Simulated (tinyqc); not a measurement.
# Charge pumping in an n-channel transistor: effect of temperature

The gate is pulsed from accumulation to inversion and back. Energies E are counted from the intrinsic level; Dit(E) = D0 [1 + b (2 E/Eg)^2]. During each edge the traps near the bands emit their carriers, and those between Eh and Ee recombine once a cycle.

Nc and Nv are given at 200 K and scale as T^1.5, vth as T^0.5; Eg and the cross-sections are held. ni = sqrt(Nc Nv) exp(-Eg/(2 Vt)), Eg in volts; emission times te = (dV/Va) tf and th = (dV/Va) tr; Ee = -Vt ln(vth sn ni te), Eh = +Vt ln(vth sp ni th). Nit = integral of Dit from Eh to Ee = D0 [Ee - Eh + 4 b (Ee^3 - Eh^3)/(3 Eg^2)], Qcp = q A Nit, Icp = f Qcp.

Values chosen for this exercise; band and dielectric values close to those of silicon:
```
symbol,value,unit,meaning
Eg,1.11,eV,band gap
Nc,1.52e19,cm^-3,conduction-band density of states at 200 K
Nv,1.43e19,cm^-3,valence-band density of states at 200 K
A,0.15,um^2,gate area
D0,1.6e10,cm^-2 eV^-1,trap density at midgap
b,1.8,,rise of the trap density towards the band edges
sn,3.7e-15,cm^2,cross-section for electrons
sp,1.7e-15,cm^2,cross-section for holes
vth,1.4e7,cm/s,"thermal velocity at 200 K, one nominal value for electrons and holes"
dV,0.77,V,Vth - Vfb
Va,2,V,pulse height
f,78000,Hz,frequency
tr,490,ns,rise time
tf,380,ns,fall time
```

Constants: q = 1.602176634e-19 C, kB = 1.380649e-23 J/K, Vt = kB T/q. Results are converted to the units shown.

Results:

| T (K) | Ee (eV) | Eh (eV) | Nit (cm^-2) | Icp (pA) |
|---|---|---|---|---|
| 180 | 0.37797 | -0.38609 | 1.5701e10 | 0.29433 |
| 260 | 0.28281 | -0.29454 | 1.0739e10 | 0.20131 |
| 300 | 0.23354 | -0.24707 | 8.5567e9 | 0.16040 |
| 340 | 0.18334 | -0.19868 | 6.5488e9 | 0.12276 |
| 380 | 0.13233 | -0.14947 | 4.6852e9 | 0.087826 |
| 420 | 0.080596 | -0.099541 | 2.9292e9 | 0.054910 |

Estimate the missing row, T = 220 K.

Computed row:

| T (K) | Ee (eV) | Eh (eV) | Nit (cm^-2) | Icp (pA) |
|---|---|---|---|---|
| 220 | 0.33102 | -0.34094 | 1.3117e10 | 0.24589 |

With this row back in the table: The window Ee - Eh shrinks from 0.764 to 0.180 eV, since emission is faster when hot, and Icp falls from 0.294 to 0.0549 pA.

Range of the model: The Fermi levels of inversion and accumulation are taken to lie beyond Ee and Eh, the flat tops to fill all traps, and no geometric current is added.

Program tinyqc, `OMP_NUM_THREADS=1 python tinyqc.py 2030083 2030084 out.jsonl`; Intel Xeon 2.30GHz, shared host, one thread, about 0.01 s.
